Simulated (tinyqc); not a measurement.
Biaxial strain splits the top of the valence band: sp3s* tight binding, strained.

sp3s* tight binding, nearest neighbours only: anion (a) at 0, cation (c) at a/4 (1,1,1), orbitals s, px, py, pz, s* on each; k in units of 2 pi/a. With phases e_j = exp(i (pi/2) k.n_j) for n = (1,1,1), (1,-1,-1), (-1,1,-1), (-1,-1,1): g0 = (e1+e2+e3+e4)/4, g1 = (e1+e2-e3-e4)/4, g2 = (e1-e2+e3-e4)/4, g3 = (e1-e2-e3+e4)/4. The diagonal holds the levels Esa, Epa, Exa (s*) and Esc, Epc, Exc. Anion-cation block: <sa|sc> = Vss g0; <sa|xc> = Vsapc g1; <xa|sc> = -Vscpa g1; <xa|xc> = Vxx g0; <xa|yc> = <ya|xc> = Vxy g3, <xa|zc> = <za|xc> = Vxy g2, <ya|zc> = <za|yc> = Vxy g1; <s*a|xc> = Vxapc g1; <xa|s*c> = -Vpaxc g1; y and z take g2 and g3 in place of g1; s-s* and s*-s* vanish.

Strain e moves each bond vector to d = (1 + e) d0 (no internal displacement for the diagonal strains used here) and k is given in fractions of the strained reciprocal cell, so the phases stay. Two-centre values Vss_sigma = Vss/4, Vsp_sigma = sqrt3 V/4 for each s-p and s*-p pair, Vpp_sigma = (Vxx + 2 Vxy)/4, Vpp_pi = (Vxx - Vxy)/4 are scaled by (d0/d)^eta and combined with the new direction cosines; the levels on the diagonal stay.

Inputs chosen for the exercise (near a published set for GaSb, fitted to gaps, whose masses and valley positions are rough; spin-orbit coupling, where it is added without a refit, lifts the valence top and shrinks all gaps by about a third of the splitting; not measured data): Esa = -7.304 eV (s level of the anion); Epa = 0.855 eV (p level of the anion); Esc = -3.908 eV (s level of the cation); Epc = 2.92 eV (p level of the cation); Exa = 6.632 eV (s* level of the anion); Exc = 5.978 eV (s* level of the cation); Vss = -6.155 eV (s-s); Vxx = 1.579 eV (px-px); Vxy = 4.118 eV (px-py); Vsapc = 4.968 eV (s anion, p cation); Vscpa = 4.655 eV (s cation, p anion); Vxapc = 4.975 eV (s* anion, p cation); Vpaxc = 4.223 eV (p anion, s* cation); eta = 2 (scaling exponent); D001 = 0.87 (ratio -ezz/exx).

No spin-orbit coupling; k = 0; exx = eyy = e, ezz = -D001 e. The four bonds keep equal lengths, and the sums over them give Vxx(e) for px and py and Vzz(e) for pz; each level is the lower root of [[Epa, V], [V, Epc]], and the s level the upper root of the s block. The shear potential b follows from E(x,y) - E(z) = 3 b (exx - ezz), taken as the slope between e = -0.005 and 0.005.

Couplings and levels at Gamma (eV):

| e | ezz | Vxx(e) | Vzz(e) | E(x,y) | E(z) | E(x,y) - E(z) (meV) | upper s level |
|---|---|---|---|---|---|---|---|
| -0.020 | 0.0174 | 1.4969 | 1.8138 | 0.0690 | -0.1996 | 268.6 | 0.8675 |
| -0.010 | 0.0087 | 1.5388 | 1.6950 | 0.0344 | -0.0972 | 131.6 | 0.8234 |
| -0.005 | 0.0043 | 1.5591 | 1.6366 | 0.0175 | -0.0476 | 65.1 | 0.8012 |
| 0.005 | -0.0043 | 1.5985 | 1.5221 | -0.0155 | 0.0483 | -63.8 | 0.7565 |
| 0.020 | -0.0174 | 1.6547 | 1.3556 | -0.0629 | 0.1835 | -246.4 | 0.6888 |

Give the missing row, e = 0.010, ezz = -0.0087.

Computed row:
```
e          ezz  Vxx(e)  Vzz(e)   E(x,y)    E(z)  E(x,y) - E(z) (meV)  upper s level
0.010  -0.0087  1.6176  1.4659  -0.0316  0.0945               -126.1         0.7340
```

b = -2.298 eV

Under tension in the plane (e > 0) the bonds tilt towards the plane, Vxx grows to 1.6176 and Vzz falls to 1.4659 eV at e = 0.01, and the pz state forms the top of the valence band, by 126.1 meV; under compression (e = -0.01) the px, py pair does, by 131.6 meV. The slope gives b = -2.30 eV, a rough value, since on-site strain terms are left out (measured values lie near -2 eV).

Program tinyqc; command `OMP_NUM_THREADS=1 python tinyqc.py 1480174 1480175 out.jsonl`; about 0.3 s on one thread of a shared Intel(R) Xeon(R) Processor @ 2.30GHz.
